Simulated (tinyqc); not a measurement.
Box-like doped layer, carriers, mobility and sheet resistance: effect of the depth of the flat top.

An n-type layer from the surface x = 0 to the junction xj, N(x) = N0 for x < xb and N0 10^(-(x - xb)/Lt) beyond. Local neutrality (no depletion at surface or junction, no spilling of carriers), intrinsic carriers neglected, full ionisation of active dopants.

xj = xb + Lt log10(N0/Nb). Active dopant A = min(N, Ns); n = A - Nb; mobility mu = m1 + (m2 (T/300 K)^(-bt) - m1)/(1 + ((A + Nb)/Nr)^am). Dose = integral of N, carrier sheet density = integral of n, 1/Rs = q integral of n mu, mean mobility 1/(q Rs sheet density), Hall mobility (unit Hall factor) = integral of n mu^2 over integral of n mu, Hall sheet density = (integral of n mu)^2/integral of n mu^2; all from 0 to xj. Integrals on 4000 steps.

Parameters, values chosen for the exercise; values close to those of phosphorus in silicon over a p-type background:
- T = 500 K (temperature)
- Nb = 3.3e16 cm^-3 (background doping of the opposite type)
- N0 = 3e20 cm^-3 (peak chemical concentration)
- m1 = 69.2 cm^2/(V s) (mobility limit at high doping)
- m2 = 1370 cm^2/(V s) (mobility limit at low doping, at 300 K)
- Nr = 9.55e16 cm^-3 (reference doping of the mobility law)
- am = 0.702 (exponent of the mobility law)
- bt = 2.3 (temperature exponent of m2)
- Ns = 4.05e20 cm^-3 (solubility limit of active dopant)
- Lt = 22 nm/decade (abruptness of the tail)

Constants: q = 1.602176634e-19 C. Results are converted to the units shown.

Effect of the depth of the flat top:
```
xb (nm)	xj (nm)	dose (cm^-2)	carriers (cm^-2)	Rs (ohm/square)	mean mobility (cm^2/(V s))	Rs xj (ohm nm)	Hall/true sheet density
20	107.1	8.866e14	8.862e14	98.93	71.18	1.059e4	0.9972
30	117.1	1.187e15	1.186e15	74.11	71.00	8678	0.9979
45	132.1	1.637e15	1.636e15	53.85	70.84	7113	0.9984
67	154.1	2.297e15	2.296e15	38.43	70.73	5922	0.9989
100	187.1	3.287e15	3.286e15	26.89	70.64	5031	0.9992
150	237.1	4.787e15	4.786e15	18.48	70.58	4381	0.9995
220	307.1	6.887e15	6.886e15	12.85	70.53	3947	0.9996
330	417.1	1.019e16	1.019e16	8.692	70.50	3625	0.9997
```

Read the table: what changes, and by how much?

As xb goes from 20 to 330, xj rises from 107 to 417 nm, Rs falls from 98.9 to 8.69 ohm/square, the mean mobility falls from 71.2 to 70.5 cm^2/(V s) and the share of the dose that conducts stays near 100 %. The peak N0 is held, so the dose changes too. Rs goes as xb^(-0.87) over the table.

Numbers from tinyqc (`OMP_NUM_THREADS=1 python tinyqc.py 2110018 2110019 out.jsonl`; about 0.01 s on one thread of a shared Intel Xeon 2.30GHz).
